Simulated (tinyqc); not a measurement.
Short-channel transistor, virtual-source model with series resistance: effect of the temperature on the on and off currents.

The current per gate width is the charge at the top of the source barrier (the virtual source) times its velocity times a saturation function; al and be are fitting constants of the model. Units: I in uA/um, Rs in ohm um, so I Rs = 1e-6 I Rs in volts; Q in uC/cm^2, so I = 1e-4 Q vx0 Fsat with vx0 in cm/s.

Intrinsic voltages Vg' = Vgs - I Rs, Vd' = Vds - 2 I Rs. n = n0 + nd Vd', VT = VT0 - dl Vd', Ff = 1/(1 + exp((Vg' - VT + al Vt/2)/(al Vt))), Q = Cinv n Vt ln(1 + exp((Vg' - VT + al Vt Ff)/(n Vt))), Vdsat = (vx0 L/mu)(1 - Ff) + Vt Ff, Fsat = u/(1 + u^be)^(1/be) with u = Vd'/Vdsat, and I = Q vx0 Fsat per width. I is solved self-consistently. Ion is I at Vgs = Vds = 0.9 V, Ioff at Vgs = 0, Vds = 0.9 V, and Rlin = Vds/I at Vgs = 0.9 V, Vds = 0.05 V. mu, vx0, VT0, dl and n0 are held fixed.

Parameters, values chosen for the exercise:
```
symbol,value,unit,meaning
Cinv,3.57,uF/cm^2,inversion capacitance
vx0,1.17e7,cm/s,velocity at the virtual source
mu,930,cm^2/(V s),apparent mobility
L,90,nm,channel length
VT0,0.41,V,threshold at zero drain voltage
dl,0.076,V/V,drain-induced barrier lowering
n0,1.36,,subthreshold factor
nd,0,1/V,growth of n with drain voltage
al,3.5,,threshold shift (in units of Vt) from weak to strong inversion
be,2,,sharpness of saturation
Rs,50,ohm um,series resistance of each contact
```

Constants: q = 1.602176634e-19 C, kB = 1.380649e-23 J/K, Vt = kB T/q. Results are converted to the units shown.

Effect of the temperature on the on and off currents:

| T (K) | Ion (uA/um) | Ioff (nA/um) | log10(Ion/Ioff) | Rlin (ohm um) |
|---|---|---|---|---|
| 200 | 1861.4 | 0.59245 | 6.4972 | 157.73 |
| 230 | 1861.5 | 4.4875 | 5.6179 | 157.71 |
| 260 | 1861.9 | 21.395 | 4.9396 | 157.67 |
| 290 | 1862.4 | 73.871 | 4.4016 | 157.60 |
| 320 | 1863.3 | 201.84 | 3.9653 | 157.51 |
| 350 | 1864.5 | 462.90 | 3.6051 | 157.38 |
| 380 | 1866.1 | 928.27 | 3.3033 | 157.23 |
| 410 | 1868.1 | 1675.9 | 3.0472 | 157.06 |

As T goes from 200 to 410 K, Ion stays near 1860 uA/um, Ioff rises from 0.592 to 1680 nA/um and Rlin stays near 157 ohm um. Ion changes by a factor of 1.00 and Ioff by 2830. At T = 410 K the off current passes 1 uA/um, so the device is hardly off at Vgs = 0.

Program tinyqc, `OMP_NUM_THREADS=1 python tinyqc.py 2380009 2380010 out.jsonl`; Intel Xeon 2.30GHz, shared host, one thread, about 0.01 s.
